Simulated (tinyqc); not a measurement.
Band offset of a heterojunction with an interface dipole (two-band chains, self-consistent charge): sweeps and comparisons. A value that a table varies takes the place of the one given here.

Sites alternate A, C. Left: A at -G1/2, C at +G1/2, hopping -t1; right: A at D - G2/2, C at D + G2/2, hopping -t2; the bonds across the two interfaces of a ring (C left to A right, C right to A left) have -sqrt(t1 t2). D is the offset of the mid-gaps, so Ev(right) - Ev(left) = D - (G2 - G1)/2 and Ec(right) - Ec(left) = D + (G2 - G1)/2. The closing bond has its sign reversed (antiperiodic ring). Half the levels are filled with two electrons each. The charge moved is q = (electrons on the left) less one a site; the mean over the two interfaces, q/2, is taken as the charge that crosses each, and its dipole opposes the offset: D = D0 - u q/2.

From here on the ring has 24 cells a side.

Inputs chosen for the exercise (gaps near those of Si and HfO2; the chains and D0 are free models, so the offsets are not those of the real pair; the results hold for these values, not for the real material):
- G1 = 1.07 eV (gap on the left)
- G2 = 5.72 eV (gap on the right)
- t1 = 1.85 eV (hopping on the left)
- t2 = 2.72 eV (hopping on the right)
- u = 8.1 eV (potential step per electron moved across)
- D0 = -1.71 eV (mid-gap of the right side above that of the left, without dipole)

## Where the moved charge sits

D = -1.06796 eV

Electrons in cell k from an interface at the self-consistent D, less those at D = 0. Interface 1 joins C left to A right, interface 2 C right to A left. The decay lengths 1/(2 kappa a) are those of mid-gap states, cosh(kappa a) = 1 + G^2/(8 t^2).

Change of the electron count:

| k | left of 1 | right of 1 | left of 2 | right of 2 |
|---|---|---|---|---|
| 1 | -0.03631 | 0.05497 | -0.05881 | 0.08438 |
| 2 | -0.01334 | 0.00626 | -0.01991 | 0.01045 |
| 3 | -0.00622 | 0.00078 | -0.00892 | 0.00136 |
| 4 | -0.00305 | 0.00010 | -0.00430 | 0.00018 |
| 5 | -0.00154 | 0.00001 | -0.00215 | 0.00002 |
| 6 | -0.00079 | 0.00000 | -0.00110 | 0.00000 |

decay lengths (cells): left 1.735, right 0.496

Over six cells interface 1 moves -0.0613 electrons to the left side and +0.0621 to the right, interface 2 -0.0952 and +0.0964: each change is a dipole, and the two differ because the bonds join different sites. The first cells hold 74 % of it at interface 1. The tail is longer on the left, where the gap is smaller against the hopping: from k = 2 to 4 it falls by a factor 4.37, and pure mid-gap decay would give 3.17; the exponential carries a prefactor that falls as a power of the distance, so the first cells drop faster.

## Screening of the starting offset

chi = 0.141776 1/eV

D0 is varied; the self-consistent D is found by bisection. chi = dq/dD at D = 0; the linear rule is D = S D0 with S = 1/(1 + u chi/2). The gap of the junction closes (type III) at |D| = (G1 + G2)/2.

Against D0:

| 2 D0/(G1 + G2) | D0 (eV) | q at D0 | D (eV) | D/D0 | linear (eV) |
|---|---|---|---|---|---|
| -0.85 | -2.886 | -0.5696 | -1.7499 | 0.6064 | -1.8332 |
| -0.55 | -1.867 | -0.3043 | -1.1625 | 0.6226 | -1.1862 |
| -0.30 | -1.018 | -0.1506 | -0.6431 | 0.6314 | -0.6470 |
| -0.15 | -0.509 | -0.0730 | -0.3230 | 0.6343 | -0.3235 |
| 0.10 | 0.340 | 0.0484 | 0.2155 | 0.6348 | 0.2157 |
| 0.25 | 0.849 | 0.1239 | 0.5369 | 0.6325 | 0.5392 |
| 0.50 | 1.698 | 0.2701 | 1.0604 | 0.6247 | 1.0783 |
| 0.80 | 2.716 | 0.5159 | 1.6553 | 0.6095 | 1.7253 |
| 0.95 | 3.225 | 0.6976 | 1.9350 | 0.5999 | 2.0488 |

D/D0 lies between 0.600 and 0.635, against S = 0.635 from chi at D = 0; the linear rule misses by at most 114 meV. q is odd in D. Less than half of the starting offset is screened, so the natural line-up still counts most.

## Wider gaps screen less

G2 is varied. chi = (q(+0.01) - q(-0.01))/0.02 at D = 0, S = 1/(1 + u chi/2).

Against G2:

| G2 (eV) | chi (1/eV) | S |
|---|---|---|
| 0.7 | 0.60186 | 0.2909 |
| 1.1 | 0.49131 | 0.3345 |
| 1.5 | 0.41654 | 0.3722 |
| 2.3 | 0.31857 | 0.4366 |
| 3.4 | 0.23648 | 0.5108 |
| 5.5 | 0.14823 | 0.6249 |
| 7.0 | 0.11065 | 0.6906 |
| 9.0 | 0.07738 | 0.7614 |

chi falls from 0.6019 to 0.0774 1/eV, a factor 7.8, and S rises from 0.291 to 0.761: charge crosses through the tails of states that tunnel into the other gap, and these shorten as the gap widens. u is kept fixed, though a wider gap also screens less and would raise it.

## What each parameter does

Self-consistent D by bisection, q there, and the two offsets. Each row changes one parameter from the base and keeps the others.

Results:

| case | D (eV) | q | valence offset (eV) | conduction offset (eV) |
|---|---|---|---|---|
| base | -1.0680 | -0.1585 | -3.3930 | 1.2570 |
| G1 = 1.23 eV | -1.0798 | -0.1556 | -3.3248 | 1.1652 |
| G2 = 6.578 eV | -1.1333 | -0.1424 | -3.8873 | 1.6207 |
| t1 = 2.127 eV | -1.0602 | -0.1604 | -3.3852 | 1.2648 |
| t2 = 3.128 eV | -1.0614 | -0.1601 | -3.3864 | 1.2636 |
| D0 = -1.966 eV | -1.2213 | -0.1839 | -3.5463 | 1.1037 |
| u = 9.315 eV | -1.0129 | -0.1497 | -3.3379 | 1.3121 |

The largest shifts from the base row, up to three for each result and ties (the steps differ in size, so this ranks the rows, not the parameters). D (eV): D0 -0.1534, G2 -0.0653, u +0.0550. q: D0 -0.0253, G2 +0.0161, u +0.0089. valence offset (eV): G2 -0.4943, D0 -0.1534, G1 +0.0681. conduction offset (eV): G2 +0.3637, D0 -0.1534, G1 -0.0919.

Computed by tinyqc, a small Python program: `OMP_NUM_THREADS=1 python tinyqc.py 1450614 1450615 out.jsonl` (the numbers bound the seed that draws the inputs); one thread of a shared host (Intel(R) Xeon(R) Processor @ 2.30GHz), about 0.6 s for the whole set of steps.
